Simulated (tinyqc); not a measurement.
Two-step dopant diffusion (predeposition and drive-in) with a constant diffusivity. From junction depth x_j back to drive-in time t2. Computed by tinyqc, a small Python program. Command: `OMP_NUM_THREADS=1 python tinyqc.py 3009013 3009014 out.jsonl dopdiff inv`. One thread of a shared host (Intel(R) Xeon(R) Processor @ 2.30GHz), about 0.04 s of CPU time with the checks.

Fick diffusion into a half space x > 0 whose background doping C_B is of the opposite type, so that a junction lies where C = C_B.

Inputs (values chosen for the exercise, modelled on boron in silicon):
```
quantity,value,unit
prefactor D0,0.99,cm^2/s
activation energy E,3.52,eV
surface concentration C_s,1.9e+19,1/cm^3
background doping C_B,1.9e+16,1/cm^3
predeposition temperature T1,1000,C
predeposition time t1,20,min
drive-in temperature T2,1125,C
```

Furnace ramps of the drive-in: none.

Constants: k_B = 8.617333262e-05 eV/K.

Method:
- D = D0 exp(-E/(k_B T)).
- Temperatures in kelvin are T(C) + 273.15.
- Times in seconds are 60 times the minutes.
- (Dt)2 = D2 t2, t2 in seconds.
- C = C_s erfc(x/(2 sqrt(D1 t1))); dose Q = 2 C_s sqrt(D1 t1/pi); the junction solves erfc(z) = C_B/C_s with x_j = 2 z sqrt(D1 t1).
- With a sealed surface and a thin source, C = Q/sqrt(pi (Dt)2) exp(-x^2/(4 (Dt)2)); x_j = 2 sqrt((Dt)2 ln(C(0)/C_B)); gradient at the junction |dC/dx| = C_B x_j/(2 (Dt)2).

Question. A run gave the result below. Find the drive-in time t2, known to lie between 44 and 100 min.

junction depth x_j = 1.170762 um

Answer.

Each step takes the trial c = (a f_b - b f_a)/(f_b - f_a), f being the result less the target and a, b, c the logarithms of the listed values; c replaces end b, the old b replaces a if the sign of f changed, and otherwise f_a is halved.

Scan of the range:
```
drive-in time t2 (min),junction depth x_j (um)
44.0,0.99593
50.5,1.05899
57.8,1.12453
66.3,1.19514
76.1,1.27041
87.2,1.34924
100.0,1.43328
```

False position (Illinois rule, in the logarithm of the input) inside the bracket:
```
step,end a,end b,trial,junction depth x_j (um)
1,57.8000,66.3000,63.2325,1.17029
2,66.3000,63.2325,63.2894,1.17076
3,66.3000,63.2894,63.2905,1.17077
4,63.2894,63.2905,63.2900,1.17076
```

Junction depth x_j rises at every point of a 13-point scan of the range (every second point is shown), so one value fits; it is bracketed by 57.8 and 66.3. Answer: drive-in time t2 = 63.29 min.

Caution: C_s exceeds the intrinsic carrier density of silicon at the predeposition temperature (2e18 to 1e19 per cm^3), where real diffusivities rise with concentration and profiles turn box-like.
